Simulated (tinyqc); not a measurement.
What grading buys: minority-electron transport through the base of a bipolar transistor (Moll-Ross and Kroemer integrals). Computed by tinyqc, a small Python program. Command: `OMP_NUM_THREADS=1 python tinyqc.py 3030131 3030132 out.jsonl base walk`. One thread of a shared host (Intel(R) Xeon(R) Processor @ 2.30GHz), about 0.01 s of CPU time with the checks.

Low injection, one dimension, x from the emitter edge (0) to the collector edge (W), s = x/W. Recombination is treated as a small correction (valid for tau_B well below tau_n), computed from the stored charge.

Inputs (values chosen for the exercise, modelled on GaAs):
```
quantity                               value        unit
base doping at the emitter edge N_0  2.4e+19      1/cm^3
base width W                              33          nm
mu_min                                  1100  cm^2/(V s)
mu_max                                  7140  cm^2/(V s)
N_ref                                2.1e+17      1/cm^3
saturation velocity v_s                 0.81    1e7 cm/s
temperature T                            300           K
doping ratio N_0/N(W)                     58           -
```

Base doping profile: Gaussian. Gap grading: linear. Exit of the base: saturation velocity.

Constants: k_B = 8.617333262e-05 eV/K.

Method. N(x) = N_0 (ratio)^(-s^2); n_i(x)^2 = n_i^2 exp(s dE_g/k_B T); D(x) = (k_B T/e) mu, mu = mu_min + (mu_max - mu_min)/(1 + (N/N_ref)^0.7). With y(x) = N n_i^2/(D n_i(x)^2): base Gummel number G_B = int_0^W y dx + N(W) n_i^2/(v_s n_i(W)^2); J_C = e n_i^2 exp(e V_BE/k_B T)/G_B; n(x) = (J_C/e)(n_i(x)^2/(N n_i^2)) [int_x^W y dx + the same exit term]; transit time tau_B = (e/J_C) int n dx; trapezoid rule on 401 even points.

The same base with other gradings:
```
dE_g (meV)  dE_g/k_B T  G_B (s/cm^4)  J_C gain  tau_B (ps)  speed gain
0                0.000    1.0076e+12    1.0000     0.11070      1.0000
25               0.967    7.7752e+11    1.2959     0.09443      1.1723
50               1.934    6.2566e+11    1.6104     0.08241      1.3432
75               2.901    5.1933e+11    1.9402     0.07317      1.5129
100              3.868    4.4138e+11    2.2829     0.06584      1.6813
150              5.802    3.3588e+11    2.9999     0.05493      2.0154
200              7.736    2.6877e+11    3.7489     0.04717      2.3470
300             11.605    1.8988e+11    5.3065     0.03683      3.0053
```

What follows from these numbers?

At 100 meV J_C rises by a factor 2.28 and the transit is 1.68 times faster; at 300 meV the factors are 5.31 and 3.01. For a uniform base without exit term both tend to be linear in dE_g/k_B T, J_C as x/(1 - exp(-x)) and the speed as x/2. From 0 meV on the mean velocity W/tau_B exceeds v_s, so those speed gains are overstated.
